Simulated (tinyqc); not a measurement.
Inside a calculation. Model: off-state leakage of single and stacked transistors.

tinyqc, about 0.03 s, one thread, Intel Xeon 2.30GHz (shared host): `OMP_NUM_THREADS=1 python tinyqc.py 2242055 2242056 out.jsonl` Printed values are rounded.

n-channel devices of unit width. Subthreshold current I(Vg, Vs, Vd) = I0 (T/300 K)^0.5 exp[(Vg - Vs - VT(T) - gb (Vs - Vb) + dd (Vd - Vs))/(nf Vt)] (1 - exp(-(Vd - Vs)/Vt)), VT(T) = VT - cT (T - 300 K). Gate-edge tunnelling Ig (Vd/1 V) exp(ag (Vd - 1 V)), for a gate at 0 V, and band-to-band leakage Ab u exp(-Bb/u), u = Vd - Vb + 1 V, flow at a drain held at V; both are taken as independent of T. In a stack of off transistors (all gates at 0 V) the same subthreshold current passes through each.

Inputs (values chosen for the exercise); values of the order met in bulk silicon logic transistors: temperature T = 398 K; supply voltage V = 0.7 V; threshold at 300 K, zero drain and body bias VT = 0.3 V; fall of the threshold with temperature cT = 0.6 mV/K; current at threshold at 300 K I0 = 0.82 uA/um; slope factor nf = 1.5; drain-induced lowering per volt dd = 0.08; rise of the threshold per volt of source-body bias gb = 0.16; gate-edge tunnelling current at 1 V Ig = 0.0006 uA/um; exponential slope of the gate current ag = 5.5 1/V; prefactor of band-to-band leakage at the drain Ab = 30 uA/(um V); its exponential voltage Bb = 21 V; body voltage Vb = 0 V.

Constants: q = 1.602176634e-19 C, kB = 1.380649e-23 J/K, Vt = kB T/q. Results are converted to the units shown.

## Leakage of one transistor

Vg = Vs = 0, Vd = V; effective threshold VT(T) - gb Vb - dd V.

effective threshold = 0.1852 V
parts (nA/um): subthreshold 25.80870, gate edge 0.08066096, band-to-band 0.2201689
total = 26.10953 nA/um
shares (%): subthreshold 98.84782, gate edge 0.3089331, band-to-band 0.8432512

The subthreshold part is the largest.

## Starting value

Vx = dd V/(1 + gb + 2 dd), the solution for Vx well above Vt, rounded to three decimals.

Vx at the start = 0.042 V

## Iteration 1: new Vx

Stack of two, Vx the node between them: I_low = I(0, 0, Vx), I_up = I(0, Vx, V), f = ln(I_up/I_low), f' = -(1 + gb + 2 dd)/(nf Vt) - 1/(Vt (exp(Vx/Vt) - 1)) - 1/(Vt (exp((V - Vx)/Vt) - 1)), Vx(new) = Vx - f/f'.

I_low = 6.550412 nA/um
I_up = 9.378105 nA/um
f = 0.3588497
f' = -37.79288 1/V
Vx after iteration 1 = 0.05149517 V

## Iteration 2: new Vx

As before.

I_low = 7.316932 nA/um
I_up = 7.459690 nA/um
f = 0.01932284
f' = -34.01704 1/V
Vx after iteration 2 = 0.05206320 V

## Iteration 3: new Vx

As before.

I_low = 7.357883 nA/um
I_up = 7.358252 nA/um
f = 5.015585e-5
f' = -33.84120 1/V
Vx after iteration 3 = 0.05206468 V

## Course of the iteration

Stop when the step is below 1e-11 V, or after 40 iterations.

Course of the iteration:
```
iteration  Vx before the step (V)  step (V)
1                           0.042   9.50e-3
2                      0.05149517   5.68e-4
3                      0.05206320   1.48e-6
4                      0.05206468  9.92e-12
```

Converged in 4 iterations. The subthreshold current of the stack is 7.358 nA/um, 3.51 times less than that of one transistor (the drain leakage is unchanged); the estimate exp[dd V (1 + gb + dd)/((1 + gb + 2 dd) nf Vt)] gives 2.78.
